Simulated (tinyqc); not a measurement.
When U turns negative: defect-molecule model of a vacancy with Jahn-Teller distortion.

Four dangling hybrids a, b, c, d point into the vacancy: H_ii = E0, and -gm between any two. A tetragonal distortion Q pairs a with b and c with d: those two couplings become -gm - I Q and the other four -gm + I Q/2, at an elastic cost k Q^2/2. The a1 level holds two electrons; charge states 2+, + and 0 put n = 0, 1, 2 more into the lowest level of t2 origin. Energy from the 2+ state at Q = 0, with the Fermi level mu counted from Ev: W_n(Q) = n (et - 2 I Q) + k Q^2/2 + Uc n (n - 1)/2 - n mu. et = E0 + gm is the undistorted t2 level.

Values chosen for the exercise (of the size used for the vacancy in silicon; the results hold for these values, not for the real material):
- E0 = 0.03 eV (level of a dangling hybrid, from Ev)
- gm = 0.29 eV (coupling between two dangling hybrids)
- I = 1.1 eV/angstrom (Jahn-Teller coupling)
- Uc = 0.21 eV (repulsion of two electrons in one orbital)

The force constant is varied. E_JT = 2 I^2/k, E(2+/+) = et - E_JT, E(+/0) = et - 3 E_JT + Uc, U_eff = Uc - 2 E_JT.

Against k:

| k (eV/angstrom^2) | E_JT (eV) | (2+/+) (eV) | (+/0) (eV) | U_eff (eV) | Q of the neutral state (angstrom) |
|---|---|---|---|---|---|
| 8 | 0.3025 | 0.0175 | -0.3775 | -0.3950 | 0.5500 |
| 12 | 0.2017 | 0.1183 | -0.0750 | -0.1933 | 0.3667 |
| 16 | 0.1512 | 0.1688 | 0.0762 | -0.0925 | 0.2750 |
| 24 | 0.1008 | 0.2192 | 0.2275 | 0.0083 | 0.1833 |
| 32 | 0.0756 | 0.2444 | 0.3031 | 0.0587 | 0.1375 |
| 64 | 0.0378 | 0.2822 | 0.4166 | 0.1344 | 0.0688 |
| 96 | 0.0252 | 0.2948 | 0.4544 | 0.1596 | 0.0458 |

Give the missing row, k (eV/angstrom^2) = 48.

Computed row:
```
k (eV/angstrom^2)  E_JT (eV)  (2+/+) (eV)  (+/0) (eV)  U_eff (eV)  Q of the neutral state (angstrom)
48                    0.0504       0.2696      0.3787      0.1092                             0.0917
```

k at which U_eff = 0 = 23.05 eV/angstrom^2

Levels below 0 lie in the valence band. U_eff is negative for k below 4 I^2/Uc = 23.0: 3 of the 8 rows. The gain grows as n^2, so the second electron wins 3 E_JT where the first wins E_JT. For a stiff lattice the levels tend to et = 0.320 and et + Uc = 0.530 eV. Distortions above about 0.5 angstrom (1 of the rows) are beyond a linear coupling.

tinyqc: `OMP_NUM_THREADS=1 python tinyqc.py 1481041 1481042 out.jsonl`; about 0.01 s, one thread, shared Intel(R) Xeon(R) Processor @ 2.30GHz.
